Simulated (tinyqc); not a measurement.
# Hopping conduction between localised states, step by step

A worked calculation. Computed by tinyqc, a small Python program that keeps every step. Command: `OMP_NUM_THREADS=1 python tinyqc.py 3009618 3009619 out.jsonl hop walk`. One thread of a shared host (Intel(R) Xeon(R) Processor @ 2.30GHz), about 0.01 s of CPU time with the checks. Intermediate numbers are printed to about 5 digits and carried at full precision; extremes and crossings named in words are read from the listed rows.

Energies are counted from the Fermi level. A small network shows the mechanism; the laws of an infinite system follow.

Inputs (values chosen for the exercise, for a model amorphous semiconductor):

| quantity | value | unit |
|---|---|---|
| localisation length xi | 0.86 | nm |
| density of states g_0 | 9.9e+18 | 1/(eV cm^3) |
| permittivity eps | 15 | - |
| activation energy E_a to extended states | 0.28 | eV |
| prefactor of activated conduction | 110 | S/cm |
| prefactor of hopping | 0.038 | S/cm |
| conductance scale G_0 | 1 | microsiemens |
| temperature T | 260 | K |

Dimension: 3D.

sites of the small network (nm, nm, meV):
```
      x     y  energy
1     0  1.84   -4.58
2  1.65  0.38    3.82
3  2.15  1.88   41.85
4  3.62  0.44   -9.03
5   4.7   1.9    7.86
6  6.01  1.19  -19.67
7   7.7  1.04   -0.77
```

Constants: k_B = 8.617333262e-05 eV/K; e^2/(4 pi eps_0) = 14.39964548 eV angstrom.

## Pair exponents

Miller-Abrahams exponent s_ij = 2 r_ij/xi + (|E_i| + |E_j| + |E_i - E_j|)/(2 k_B T); G_ij = G_0 exp(-s_ij). The diagonal is set to 0 and not used.

s_ij:
```
        1       2       3      4       5       6       7
1   0.000   5.499   7.073  9.429  11.486  14.936  18.208
2   5.499   0.000   5.545  5.157   8.276  11.361  14.358
3   7.073   5.545   0.000  7.056   7.798  11.865  14.956
4   9.429   5.157   7.056  0.000   4.977   6.703   9.993
5  11.486   8.276   7.798  4.977   0.000   4.694   7.643
6  14.936  11.361  11.865  6.703   4.694   0.000   4.824
7  18.208  14.358  14.956  9.993   7.643   4.824   0.000
```

## Kirchhoff solution

Site 1 is held at potential 1 and site 7 at 0; Kirchhoff's law sum_j G_ij (u_i - u_j) = 0 fixes the others; G = sum_j G_1j (1 - u_j). G_ij = G_0 exp(-s_ij).

potentials: 1.0000  0.6736  0.6644  0.4649  0.3120  0.1865  0.0000

conductance G = 0.0016705 microsiemens

-ln(G/G_0) = 6.3946

## Critical path

Critical exponent s_c: the smallest value such that bonds with s_ij <= s_c connect site 1 with site 7.

critical exponent s_c = 5.4986

One such path is 1-2-4-5-6-7. -ln(G/G_0) = 6.39 against s_c = 5.50: several hops of similar difficulty lie in series.

## The network against temperature

Miller-Abrahams exponent s_ij = 2 r_ij/xi + (|E_i| + |E_j| + |E_i - E_j|)/(2 k_B T); G_ij = G_0 exp(-s_ij). Site 1 is held at potential 1 and site 7 at 0; Kirchhoff's law sum_j G_ij (u_i - u_j) = 0 fixes the others; G = sum_j G_1j (1 - u_j). The last column is the length of the critical bond.

Network:

| T (K) | -ln(G/G_0) | s_c | critical hop (nm) |
|---|---|---|---|
| 78 | 8.0501 | 7.5610 | 1.4900 |
| 120 | 7.2527 | 6.1275 | 1.4900 |
| 180 | 6.7382 | 5.6653 | 2.2032 |
| 260 | 6.3946 | 5.4986 | 2.2032 |
| 390 | 6.1091 | 5.3737 | 2.2032 |
| 650 | 5.8560 | 5.2737 | 2.2032 |

-ln(G/G_0) follows s_c within 1.2. The critical hop is 1.49 nm long at the lowest T and 2.20 nm at the highest: in this small sample the range does not grow on cooling.

## Variable-range laws

Mott: T_M = 21.2/(k_B g_0 xi^3), exponent (T_M/T)^(1/4), mean hop r = (3/8) xi times the exponent. Efros-Shklovskii: T_ES = 2.8 e^2/(4 pi eps eps_0 k_B xi), exponent (T_ES/T)^(1/2). Coulomb gap width g_0^(1/2) (e^2/(4 pi eps eps_0))^(3/2). The numerical coefficients come from percolation theory and are given.

T_M = 3.9069e+07 K

T_ES = 3627.0 K

Mott exponent = 19.689

Efros-Shklovskii exponent = 3.7350

mean hop by the Mott formula = 6.3496 nm

Coulomb gap = 2.9594 meV

The larger exponent, here Mott, is the one that limits; the two are equal at T = 0.337 K, below which the Coulomb gap rules.

## Total conductivity

sigma = s_1 exp(-E_a/k_B T) + s_2 exp(-larger of the two exponents); reduced activation energy w = d ln(sigma)/d ln(T) by a central difference of +/- 1 %.

activated part = 4.1109e-04 S/cm

hopping part = 1.0694e-10 S/cm

conductivity = 4.1109e-04 S/cm

reduced activation energy w = 12.498

Activation to extended states carries 100 %. For sigma = s exp(-(T_0/T)^p), w = p (T_0/T)^p, so the slope of ln w against ln T gives -p.

Checks made by the program: current leaving the first site against current entering the last (relative difference below 1e-10).
